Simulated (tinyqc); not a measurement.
# Signal and retention of a DRAM cell: effects of single changes

A stored one starts at Vd and leaks: Cs dV/dt = -I(V), I = a sqrt((V + Vb)/(Vd + Vb)) + b, with a = Ig exp[-(Eg1 q/kB)(1/T - 1/T0)] (generation in a depletion layer) and b = Is exp[-(Es q/kB)(1/T - 1/T0)]. The bit line is precharged to Vd/2, and charge sharing gives the signal (V - Vd/2) Cs/(Cs + Cb).

Parameters, values chosen for the exercise:
```
symbol,value,unit,meaning
Vd,1.3,V,array voltage
Cs,22,fF,cell capacitance
Cb,53,fF,bit-line capacitance
dm,35,mV,smallest signal that the sense amplifier resolves
Vb,1.39,V,built-in plus back-bias voltage of the storage junction
Ig,0.72,fA,junction leakage at V = Vd and T0
Is,0.76,fA,voltage-independent leakage at T0
Es,0.35,eV,activation energy of Is
T0,358,K,reference temperature
T,328,K,temperature
sg,0.6,,deviation of ln(retention time) over the cells
Nc,4.29e9,,cells
tr,32,ms,refresh interval
Eg1,0.53,eV,activation energy of Ig
```

Constants: q = 1.602176634e-19 C, kB = 1.380649e-23 J/K. Results are converted to the units shown.

Each table varies one quantity; the others keep the values above.

## Failing cells against the refresh interval

The cell fails below Vc = Vd/2 + dm (Cs + Cb)/Cs. With s = sqrt((Vc + Vb)/(Vd + Vb)), the time from Vd to Vc is t = [2 Cs (Vd + Vb)/a] [1 - s - (b/a) ln((a + b)/(a s + b))]. This time is the median of a log-normal spread: failing cells = Nc erfc(z/sqrt 2)/2, z = ln(t/tr)/sg.

Failing cells against the refresh interval:
```
tr (ms)      z  failing cells
16       12.47      2.364e-26
32       11.31      2.406e-20
64       10.16      6.514e-15
128      9.003      4.700e-10
256      7.848       9.066e-6
512      6.693        0.04697
1024     5.538          65.80
2048     4.382        2.519e4
```

What does the comparison show?

Doubling the interval lowers z by ln 2/sg = 1.16 and multiplies the count by 1.02e6 between the first two rows and by 383 between the last two. The count passes 1 at tr = 1024 ms among the rows.

## Effect of the cell capacitance

Same model as above.

Effect of the cell capacitance:
```
Cs (fF)   Vc (V)  retention time (s)  failing cells
4         1.1487              1.4518        0.43826
8        0.91687              7.4148     2.4197e-10
12       0.83958              13.403     1.7351e-14
16       0.80094              19.398     2.7474e-17
20       0.77775              25.396     1.9731e-19
24       0.76229              31.395     3.5206e-21
28       0.75125              37.395     1.1590e-22
32       0.74297              43.396     5.9387e-24
```

What does the comparison show, and why?

The retention time rises from 1.45 to 43.4 s, as Cs^(2.35) between the first two rows and Cs^(1.11) between the last two: faster than Cs, because the margin Vd - Vc grows too. It vanishes at Cs = 3.02 fF, where even a fresh one gives only dm.

## Effect of the bit-line capacitance

Same model as above.

Result of one run:
```
Cb (fF)   Vc (V)  retention time (s)  failing cells
15       0.70886              31.701     2.9198e-21
```

What becomes of these results when the bit-line capacitance Cb is changed from 15 to 90 fF, all else the same?

Result of the changed run:
```
Cb (fF)   Vc (V)  retention time (s)  failing cells
90       0.82818              25.192     2.2948e-19
```

The whole series:
```
Cb (fF)   Vc (V)  retention time (s)  failing cells
15       0.70886              31.701     2.9198e-21
30       0.73273              30.395     6.5645e-21
45       0.75659              29.090     1.5190e-20
60       0.78045              27.788     3.6264e-20
75       0.80432              26.489     8.9556e-20
90       0.82818              25.192     2.2948e-19
105      0.85205              23.897     6.1230e-19
120      0.87591              22.604     1.7080e-18
```

Vc rises by dm/Cs = 1.59 mV for each fF, and the retention time falls from 31.7 to 22.6 s; the margin is gone at Cb = 387 fF.

Range of the model: Real arrays also hold a tail of unusually leaky cells and cells whose retention varies in time, which this model lacks.

Program tinyqc, `OMP_NUM_THREADS=1 python tinyqc.py 2130048 2130049 out.jsonl`; Intel Xeon 2.30GHz, shared host, one thread, about 0.01 s.
